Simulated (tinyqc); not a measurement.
Core-shell quantum dot (spherical envelope functions): one step. Exciton and biexciton. Two cases, with inputs chosen for the exercise.

Question. Give E, the wavelength hc/E and the biexciton shift.

Overlap = (integral of u_e u_h)^2 with normalised u. Coulomb integrals J_ab = (q/eps) double integral of u_a(r)^2 u_b(s)^2/max(r, s), q = e^2/(4 pi eps0), one eps everywhere. Exciton E = Eg + E_e + E_h - J_eh; first-order biexciton shift J_ee + J_hh - 2 J_eh (positive: repulsive).

Constants: hc = 1239.841984 eV nm.

Give: E; wavelength; biexciton shift.

Case 1.

Values chosen (out of a larger set: near those of a CdTe/CdSe core-shell dot; not measured data): Eg = 1.498 eV (gap of the core).

Levels:
```
carrier      E (eV)  share in the core
electron  -0.079096            0.26357
hole       0.094496            0.97359
```

J_eh, J_ee, J_hh (meV): [65.488, 55.833, 108.525]

Answer.

E = 1.448 eV
wavelength = 856 nm
biexciton shift = 33 meV

The line lies below the gap of the core. At first order the shift is the Coulomb integral of the net charge density with itself and cannot be negative; correlation, left out here, lowers it.

Case 2.

Values chosen (out of a larger set: near those of an InP/GaP core-shell dot; not measured data): Eg = 1.335 eV (gap of the core).

Levels:
```
carrier     E (eV)  share in the core
electron  0.284451            0.70163
hole      0.095443            0.92477
```

J_eh, J_ee, J_hh (meV): [72.237, 64.454, 84.115]

Answer.

E = 1.643 eV
wavelength = 755 nm
biexciton shift = 4 meV

At first order the shift is the Coulomb integral of the net charge density with itself and cannot be negative; correlation, left out here, lowers it, and may reverse a shift as small as this.

Computed by tinyqc, one run a case: `OMP_NUM_THREADS=1 python tinyqc.py N N+1 out.jsonl` with N = 1280240, 1280522; one thread of a shared Intel(R) Xeon(R) Processor @ 2.30GHz, about 0.05 s a run at most.
